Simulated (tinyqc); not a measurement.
Free and nearly free electrons in a metal: one step. Two plane waves near the face. Two cases, with inputs chosen for the exercise.

Problem. Build H for k along G, diagonalise, and give the weight of the first wave in the lower state and its velocity along G relative to a free electron, (w k + (1 - w)(k - G))/k.

Two plane waves k and k - G, G = (111) (2 pi/a): H = [[c k^2/m, V], [V, c (k - G)^2/m]] with c = hbar^2/2m0.
Constants: hbar^2/2m0 = 3.80998211 eV angstrom^2.

Give: H; levels; w; v/v_free.

Case 1.

Values chosen (near those of Al; not measured data): a = 4.053 angstrom (fcc lattice constant); m = 1 m0 (mass); V = 0.48 eV (|V_G| for G = (111)); x = 0.84 (k along G as a share of |G|/2).

Solution.

H (eV):
```
        1       2
1  4.8456  0.4800
2  0.4800  9.2407
```

levels (eV): 4.7938  9.2926

w = 0.9885
v/v_free = 0.9726

The splitting is 4.499 eV here and 2V = 0.96 eV on the face, where the normal velocity vanishes. There the lower band lies at 6.387 eV and the upper at 7.347 eV, both below the free EF of 11.635 eV: the face centre is filled in both bands and band 2 holds electrons here, while band 1 may keep holes at the zone corners.

Case 2.

Values chosen (near those of Al; not measured data): a = 4.041 angstrom (fcc lattice constant); m = 1.37 m0 (mass); V = 0.5 eV (|V_G| for G = (111)); x = 0.82 (k along G as a share of |G|/2).

Solution.

H (eV):
```
        1       2
1  3.3906  0.5000
2  0.5000  7.0212
```

levels (eV): 3.3230  7.0888

w = 0.9820
v/v_free = 0.9562

The splitting is 3.766 eV here and 2V = 1 eV on the face, where the normal velocity vanishes. There the lower band lies at 4.542 eV and the upper at 5.542 eV, both below the free EF of 8.543 eV: the face centre is filled in both bands and band 2 holds electrons here, while band 1 may keep holes at the zone corners.

Computed by tinyqc, one run a case: `OMP_NUM_THREADS=1 python tinyqc.py N N+1 out.jsonl` with N = 1680888, 1680928; one thread of a shared Intel(R) Xeon(R) Processor @ 2.30GHz, about 0.01 s a run at most.
